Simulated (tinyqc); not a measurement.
Worked calculation: inverse iteration on a symmetric matrix. One step of it, computed by the program tinyqc.

Task: Step 1. solve (A - shift) w = v; v' = w/|w| with its largest component positive (the first on a tie); lambda = v'^T A v'.

A, lower triangle:
```
,1,2,3
1,1.565000
2,0.211000,4.172000
3,0.940000,-0.397000,4.381000
```

vector v at the start: 0.577350  0.577350  0.577350

shift = 0.850000

Give: vector after step 1; Rayleigh quotient after step 1.

Result:

vector after step 1: 0.9891  0.1372  -0.0537

Rayleigh quotient after step 1 = 1.5854
